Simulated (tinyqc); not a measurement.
Silicon n-p-n transistor, Gummel numbers and transit times: effect of the base doping at the emitter edge.

One-dimensional n-p-n transistor in the forward active mode at low injection. In the base p(x) = NB exp(-eta x/wb) and ni(x)^2 = ni^2 exp((g0 + g1 x/wb)/Vt); electrons leave the base at vsat; band spikes at the emitter junction and recombination inside the emitter are ignored.

f(x) = p(x) ni^2/ni(x)^2; I(x) = integral from x to wb of f/Dn, plus f(wb)/vsat; base Gummel number GB = I(0); electron density per unit flux n/(J/q) = I/f; base transit time tauB = integral of I/f over the base. ni = sqrt(Nc Nv) exp(-Eg/(2 Vt)), Eg in volts; GE = NE exp(-gE/Vt)(we/Dp + 1/Se); JC = J0 exp(VBE/Vt), J0 = q ni^2/GB; gain limited by back injection GE/GB, by base recombination tb/tauB, together 1/beta = the sum of the inverses; collector layer one-sided, Wc = sqrt(2 eps0 eps_r (Vbc + VCB)/(q NC)), Vbc = Vt ln(p(wb) NC/ni^2), Cjc = eps0 eps_r/Wc; Early voltage VA = GB q p(wb)/(f(wb) Cjc [1/Dn - (eta + g1/Vt)/(wb vsat)]), f(wb) = p(wb) exp(-(g0 + g1)/Vt), p(wb) = NB exp(-eta); tauC = Wc/(2 vsat). Peak fT here means 1/(2 pi (tauB + tauC + Rc Cjc)); base sheet resistance 1/(q mp times the integral of p).

Inputs (values chosen for the exercise); band and dielectric values close to those of silicon: temperature T = 400 K; band gap Eg = 1.12 eV; relative permittivity eps_r = 11.8; conduction-band density of states at T Nc = 4.3e19 cm^-3; valence-band density of states at T Nv = 4.1e19 cm^-3; saturation velocity vsat = 9.93e6 cm/s; neutral base width wb = 490 nm; doping falls as exp(-eta x/wb) eta = 0; gap reduction at the emitter edge of the base g0 = 0 eV; further gap reduction across the base (linear) g1 = 0 eV; electron diffusion coefficient in the base Dn = 4.8 cm^2/s; emitter doping NE = 2.4e20 cm^-3; gap reduction in the emitter (negative: wider gap) gE = 0.129 eV; neutral emitter width we = 180 nm; hole diffusion coefficient in the emitter Dp = 1.1 cm^2/s; recombination velocity at the emitter contact Se = 90000 cm/s; electron lifetime in the base tb = 8e-7 s; collector doping NC = 1.1e16 cm^-3; collector-base reverse bias VCB = 0.1 V; emitter plus collector resistance Rc = 14 ohm um^2; hole mobility in the base mp = 120 cm^2/(V s).

Constants: q = 1.602176634e-19 C, kB = 1.380649e-23 J/K, Vt = kB T/q, eps0 = 8.8541878128e-14 F/cm where lengths are in cm. Results are converted to the units shown.

The same in every row: tb/tauB = 3137; tauB (ps) = 255.0.

Results:
```
NB (cm^-3),GB (s/cm^4),GE/GB,beta,VA (V),tauC (ps),peak fT (GHz),base sheet resistance (kohm)
2.6e17,2.680e12,58.29,57.23,59.24,1.512,0.6204,4.083
4.4e17,4.536e12,34.45,34.07,101.4,1.530,0.6203,2.412
7.5e17,7.732e12,20.21,20.08,174.9,1.548,0.6203,1.415
1.3e18,1.340e13,11.66,11.62,306.8,1.566,0.6202,0.8165
2.2e18,2.268e13,6.889,6.874,525.0,1.583,0.6202,0.4825
6.2e18,6.392e13,2.445,2.443,1511,1.617,0.6201,0.1712
1e19,1.031e14,1.516,1.515,2460,1.632,0.6201,0.1061
```

Estimate the missing row, NB = 3.7e18 cm^-3.

Computed row:
```
NB (cm^-3),GB (s/cm^4),GE/GB,beta,VA (V),tauC (ps),peak fT (GHz),base sheet resistance (kohm)
3.7e18,3.814e13,4.096,4.091,892.4,1.600,0.6201,0.2869
```

With this row back in the table: As NB goes from 2.6e17 to 1e19, beta falls from 57.2 to 1.51, VA rises from 59.2 to 2460 V, the peak fT stays near 0.620 GHz and the base sheet resistance falls from 4.08 to 0.106 kohm. The product beta VA changes by a factor of 1.10. Back injection limits the gain in every row. For NB = 3.7e18, 6.2e18, 1e19 beta is under 5, where charge stored in the emitter, left out, would cut fT markedly.

Range of the model: Heavy doping makes emitter or base degenerate; gE and g0 are to be read as apparent gap changes that include this.

Numbers from tinyqc (`OMP_NUM_THREADS=1 python tinyqc.py 2320098 2320099 out.jsonl`; about 0.01 s on one thread of a shared Intel Xeon 2.30GHz).
